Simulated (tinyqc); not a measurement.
Input admittance of a MOSFET at zero drain bias: distributed channel and distributed gate: one step of the calculation.

Source and drain grounded, strong inversion, w = 2 pi f, Cox = eps0 eox/tox. The channel is an RC line of resistance 1/(mu Cox Vo) per square fed from both ends, so one finger has the intrinsic admittance y = i w Cox L tanh(g)/g per width, g = (1/2) sqrt(i w tau), tau = L^2/(mu Vo). The vertical resistance rv/L is in series with y, the overlaps 2 i w Cov in parallel: y_t = 1/(1/y + rv/L) + 2 i w Cov. The gate strip is a line of Rsh/L per length loaded by y_t, so a finger has Y = y_t Wf tanh(k)/k, k = (Wf/sd) sqrt(y_t Rsh/L); the device has Nf Y.

Problem. Admittance of the channel and stack per width. tau, g, c = Cox L, y and y_t as defined.

Parameters, values chosen for the exercise; values of the order met in silicon radio-frequency transistors:
```
symbol  value        unit                                                                 meaning
eox       3.9              relative permittivity of the gate insulator (close to silicon dioxide)
tox         2          nm                                                     insulator thickness
L         1.1          um                                                          channel length
mu        240  cm^2/(V s)                                                        channel mobility
Vo       0.63           V                                                          gate overdrive
rv          0    ohm um^2                                  vertical resistivity of the gate stack
Cov      0.33       fF/um                             overlap and fringe capacitance on each side
f         6.7         GHz                                                               frequency
```

Constants: eps0 = 8.8541878128e-14 F/cm where lengths are in cm. Results are converted to the units shown.

Give: tau; g; c; y; y_t.

Solution.

tau = 80.03 ps
g = 0.6489+0.6489i
c = 18.99 fF/um
y = 201.4+731.8i uS/um
y_t = 201.4+759.6i uS/um

w tau = 3.37, and Im y is 0.915 of w c.

Computed by the program tinyqc: `OMP_NUM_THREADS=1 python tinyqc.py 2262088 2262089 out.jsonl`, one thread of a shared Intel Xeon 2.30GHz, about 0.01 s for the whole run.
